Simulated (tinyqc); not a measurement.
Worked calculation: donors with valley-orbit split 1s states. Values are carried at full precision from step to step, so a last printed digit may differ when a step is redone from the rounded ones.

Each donor binds at most one electron, in any of its states. For a site s, W_s = sum over its states of g exp(E/kT), and the ionised share is 1/(1 + W_s exp(eta)), eta = (EF - Ec)/kT; n = Nc F_1/2(eta); neutrality n + NA = ND x (mean ionised share); holes are neglected. Nc from N = 2 (m kB T/(4 pi c))^(3/2) with c = hbar^2/2m0, in 1/angstrom^3; times 1e24 for 1/cm^3, m = md. F_j(eta) = (1/Gamma(j + 1)) integral_0^infinity x^j dx/(1 + exp(x - eta)), which tends to exp(eta) for eta << 0.

Constants: hbar^2/2m0 = 3.80998211 eV angstrom^2; kB = 8.617333262e-05 eV/K.

Values chosen for the exercise (near those of Sb in Si; not measured data): md = 1.029 m0 (density-of-states mass of the conduction band); E = (42.4, 33.1, 29.8) meV (binding energies of 1s(A1), 1s(T2), 1s(E)); g = (2, 6, 4) (their degeneracies with spin); T = 300 K; ND = 1.5e+18 1/cm^3 (donors); NA = 0 1/cm^3 (compensating acceptors, all ionised); mu0 = 62 cm^2/(V s) (mobility at heavy doping); mu1 = 1379 cm^2/(V s) (mobility at light doping and 300 K); Nr = 9.8e+16 1/cm^3 (reference doping); de = 0.72 (doping exponent); ga = 2.3 (temperature exponent).

## Partition sums of the neutral donor

Give each term g exp(E/kT), W_s, and the effective degeneracy W_s exp(-E_ground/kT).

Nc = 2.6194e+19 1/cm^3

terms: 1s(A1) 10.31, 1s(T2) 21.59, 1s(E) 12.67

W_s: donor 44.566

effective degeneracy: donor 8.644

The ground state alone would give 2 and all states together 12; here the excited states hold 77 % of the bound electrons.

## Neutrality

Solve for eta.

eta = -3.631
n = 6.88e+17 1/cm^3

ionised share: donor 0.458

n is 0.458 of ND - NA.

## Mobility and resistivity

Mobility (Caughey-Thomas form): mu = mu0 + (mu1 (T/300)^(-ga) - mu0)/(1 + ((ND + NA)/Nr)^de); rho = 1/(e n mu), e = 1.602176634e-19 C.

Compare with full ionisation, n = ND - NA.

mu = 224.0 cm^2/(V s)
rho = 0.0405 ohm cm
rho at full ionisation = 0.0186 ohm cm

Incomplete ionisation raises rho by a factor 2.18.

## Checks

- n at ND = 1e13 1/cm^3 against the root of n^2 = (Nc/W)(ND - n) (1/cm^3): both 1.000e+13.

Computed by tinyqc, a small Python program: `OMP_NUM_THREADS=1 python tinyqc.py 1680465 1680466 out.jsonl` (the numbers bound the seed that draws the inputs); one thread of a shared host (Intel(R) Xeon(R) Processor @ 2.30GHz), about 0.01 s for the whole set of steps.
